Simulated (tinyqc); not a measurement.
Empirical pseudopotential in a few plane waves, step by step. One step of it, computed by the program tinyqc.

Problem. Bloch Hamiltonian at k. Basis: the 15 shortest G (labels in 2 pi/a), the same at every k. H(G,G') = c |k + G|^2 delta + VS(|G-G'|^2) cos((G-G').tau) + i VA sin((G-G').tau), tau = a/8 (1,1,1); 1 Ry = 13.605693 eV.

Parameters chosen for this model: fcc lattice, atoms at +/- a/8 (1,1,1); form factors in rydberg at |G|^2 in units of (2 pi/a)^2:
```
parameter                 value      unit
a                      5.580000  angstrom
VS(3)                 -0.191000        Ry
VS(8)                  0.036000        Ry
VS(11)                 0.056000        Ry
VA(3)                  0.115000        Ry
VA(4)                  0.068000        Ry
VA(11)                 0.002000        Ry
hbar^2/2m (2 pi/a)^2   4.830747        eV
```

k point k (2 pi / a): -0.500000  -0.250000  -0.460000

Give: H(k) at k.

Solution.

H(k) at k (eV), lower triangle (Hermitian):
```
                 +0+0+0           -1-1-1           -1-1+1           -1+1-1
+0+0+0           2.5318
-1-1-1   1.8375-1.1064i          28.7144
-1-1+1  -1.8375-1.1064i   0.0000+0.9252i          19.8259
-1+1-1  -1.8375-1.1064i   0.0000+0.9252i           0.4898          23.8837
-1+1+1  -1.8375+1.1064i          -0.4898   0.0000+0.9252i   0.0000+0.9252i
+1-1-1  -1.8375-1.1064i   0.0000+0.9252i           0.4898           0.4898
+1-1+1  -1.8375+1.1064i          -0.4898   0.0000+0.9252i           0.0000
+1+1-1  -1.8375+1.1064i          -0.4898           0.0000   0.0000+0.9252i
+1+1+1   1.8375+1.1064i           0.0000          -0.4898          -0.4898
-2+0+0   0.0000-0.9252i  -1.8375+1.1064i  -1.8375-1.1064i  -1.8375-1.1064i
+0-2+0   0.0000-0.9252i  -1.8375+1.1064i  -1.8375-1.1064i   0.5388-0.0192i
+0+0-2   0.0000-0.9252i  -1.8375+1.1064i   0.5388-0.0192i  -1.8375-1.1064i
+0+0+2   0.0000+0.9252i  -0.5388-0.0192i   1.8375+1.1064i  -0.5388+0.0192i
+0+2+0   0.0000+0.9252i  -0.5388-0.0192i  -0.5388+0.0192i   1.8375+1.1064i
+2+0+0   0.0000+0.9252i  -0.5388-0.0192i  -0.5388+0.0192i  -0.5388+0.0192i

                 -1+1+1           +1-1-1           +1-1+1           +1+1-1
-1+1+1          14.9951
+1-1-1           0.0000          19.0529
+1-1+1           0.4898   0.0000+0.9252i          10.1644
+1+1-1           0.4898   0.0000+0.9252i           0.4898          14.2222
+1+1+1   0.0000+0.9252i          -0.4898   0.0000+0.9252i   0.0000+0.9252i
-2+0+0   1.8375-1.1064i   0.5388-0.0192i  -0.5388-0.0192i  -0.5388-0.0192i
+0-2+0  -0.5388-0.0192i  -1.8375-1.1064i   1.8375-1.1064i  -0.5388-0.0192i
+0+0-2  -0.5388-0.0192i  -1.8375-1.1064i  -0.5388-0.0192i   1.8375-1.1064i
+0+0+2  -1.8375+1.1064i  -0.5388+0.0192i  -1.8375+1.1064i   0.5388+0.0192i
+0+2+0  -1.8375+1.1064i  -0.5388+0.0192i   0.5388+0.0192i  -1.8375+1.1064i
+2+0+0   0.5388+0.0192i   1.8375+1.1064i  -1.8375+1.1064i  -1.8375+1.1064i

                 +1+1+1   -2+0+0   +0-2+0   +0+0-2
+1+1+1           5.3336
-2+0+0  -0.5388+0.0192i  31.5163
+0-2+0  -0.5388+0.0192i   0.4898  26.6855
+0+0-2  -0.5388+0.0192i   0.4898   0.4898  30.7434
+0+0+2  -1.8375-1.1064i  -0.4898  -0.4898   0.0000
+0+2+0  -1.8375-1.1064i  -0.4898   0.0000  -0.4898
+2+0+0  -1.8375-1.1064i   0.0000  -0.4898  -0.4898

         +0+0+2   +0+2+0   +2+0+0
+0+0+2  12.9662
+0+2+0   0.4898  17.0240
+2+0+0   0.4898   0.4898  12.1933
```
